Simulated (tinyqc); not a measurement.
Band edges of strained Si(1-x)Ge(x) on relaxed Si(1-y)Ge(y), step by step. Values are carried at full precision from step to step, so a last printed digit may differ when a step is redone from the rounded ones.

Values are linear in the Ge fraction but for ED(x) = linear - CD x (1 - x) and a(x) = linear - Ca x (1 - x). Energies are on the common scale of Ev.

Parameters, chosen for this exercise (end members near Si and Ge, in this order; the results hold for these values, not for the real material):
- a = (5.43, 5.663) angstrom (lattice constant)
- Dso = (0.045, 0.29) eV (spin-orbit splitting)
- av = (2.42, 1.26) eV (valence hydrostatic potential)
- b = (-2.1, -2.55) eV (tetragonal shear potential)
- d = (-4.79, -5.23) eV (trigonal shear potential)
- C11 = (166.3, 130) GPa
- C12 = (64.8, 48.4) GPa
- C44 = (79.4, 67.7) GPa
- Ev = (0, 0.7) eV (top of the unstrained valence band)
- ED = (1.141, 0.935) eV (gap to the Delta valleys)
- EL = (2.019, 0.749) eV (gap to the L valleys)
- aD = (1.86, 1.39) eV (hydrostatic potential of the Delta gap)
- aL = (-3.04, -2.88) eV (hydrostatic potential of the L gap)
- XuD = (8.92, 9.76) eV (uniaxial potential, Delta)
- XuL = (15.55, 15.69) eV (uniaxial potential, L)
- CD = 0.2 eV (bowing of the Delta gap)
- Ca = 0 angstrom (bowing of the lattice constant)
- x = 0.09 (Ge fraction of the layer)
- y = 0.17 (Ge fraction of the relaxed buffer)
- face = 001 (growth face)

## Values of the layer and the buffer

Interpolate at x and at y.

Interpolated values (a in angstrom, C11, C12, C44 in GPa, all else in eV):

| symbol | layer | buffer |
|---|---|---|
| a | 5.4510 | 5.4696 |
| Dso | 0.0670 | 0.0867 |
| av | 2.3156 | 2.2228 |
| b | -2.1405 | -2.1765 |
| d | -4.8296 | -4.8648 |
| C11 | 163.0330 | 160.1290 |
| C12 | 63.3240 | 62.0120 |
| C44 | 78.3470 | 77.4110 |
| Ev | 0.0630 | 0.1190 |
| ED | 1.1061 | 1.0778 |
| EL | 1.9047 | 1.8031 |
| aD | 1.8177 | 1.7801 |
| aL | -3.0256 | -3.0128 |
| XuD | 8.9956 | 9.0628 |
| XuL | 15.5626 | 15.5738 |

## Strain of the layer on a (001) buffer

Coherent growth on a (001) face: e_par = (a(y) - a(x))/a(x), e_perp = -2 (C12/C11) e_par; exx = eyy = e_par, ezz = e_perp, no shear.

Use the elastic constants of the layer.

e_par = 0.003420
e_perp = -0.002656

strain tensor in the cubic axes:
```
          x         y          z
x  0.003420  0.000000   0.000000
y  0.000000  0.003420   0.000000
z  0.000000  0.000000  -0.002656
```

The layer is under tension in the plane; its volume changes by +0.418 %.

## Conduction valleys of the layer

A valley with unit axis u lies at Ev + gap + (av + a_valley) tr(e) + Xu (u.e.u - tr(e)/3); the Delta axes are x, y, z and the L axes [111], [1-1-1], [-11-1], [-1-11]. The second-order shift of the Delta valleys under shear is left out; it lowers the pair normal to the sheared plane by tens of meV at a shear of 1 %.

Give the hydrostatic shifts, the uniaxial shifts and the edges.

hydrostatic shifts of Delta and L (eV): 0.0173  -0.0030

uniaxial shifts (eV): Delta x 0.0182, Delta y 0.0182, Delta z -0.0364, L [111] 0.0000, L [1-1-1] 0.0000, L [-11-1] 0.0000, L [-1-11] 0.0000

valley edges (eV): Delta x 1.2046, Delta y 1.2046, Delta z 1.1499, L [111] 1.9647, L [1-1-1] 1.9647, L [-11-1] 1.9647, L [-1-11] 1.9647

The lowest set is Delta2 (the digit counts whole valleys) at 1.1499 eV; the Delta valleys spread over 55 meV and the L valleys over 0 meV.

## Valence edges of the layer

Valence edges: Ev plus the levels of the 6 x 6 matrix of X, Y, Z times spin with -Dso/3 + l exx + m (eyy + ezz) on the diagonal (cyclic), n exy off it, l = av + 2 b, m = av - b, n = sqrt(3) d. Spin-orbit term (Dso/3) L.sigma on X, Y, Z with (L_k)_ij = -i epsilon_kij: <X+|H|Y+> = -i Dso/3, <X+|H|Z-> = Dso/3, <Y+|H|Z-> = -i Dso/3, <Z+|H|X-> = -Dso/3, <Z+|H|Y-> = i Dso/3, <X-|H|Y-> = i Dso/3, and their conjugates; + and - are the spin along z.

Give the strain block and the three twofold edges.

strain block (eV), lower triangle:
```
         X        Y       Z
X  -0.0033
Y        0  -0.0033
Z        0        0  0.0357
```

edges from the top (eV): 0.0897  0.0597  0.0016

The top two edges are split by 30 meV.

## Gap and offsets against the buffer

Buffer: Ev(y) and Ec = Ev(y) + min(ED, EL). dEc = Ec(buffer) - Ec(layer), dEv = Ev(layer) - Ev(buffer); positive values confine the carrier in the layer; type I if both have one sign.

gap of the strained layer = 1.0602 eV
gap of the buffer = 1.0778 eV
dEc = 0.0468 eV
dEv = -0.0293 eV

Type II: electrons collect in the layer (47 meV) and holes in the buffer (29 meV). The relaxed layer would have a gap of 1.106 eV, so strain has moved it by -46 meV. An offset this small is within the spread of published parameter sets, so the type is not settled by this model.

## Checks

- Mean of the three Delta edges against the hydrostatic shift alone (eV): both 1.18637.

Program tinyqc; command `OMP_NUM_THREADS=1 python tinyqc.py 1051051 1051052 out.jsonl`; about 0.01 s on one thread of a shared Intel(R) Xeon(R) Processor @ 2.30GHz.
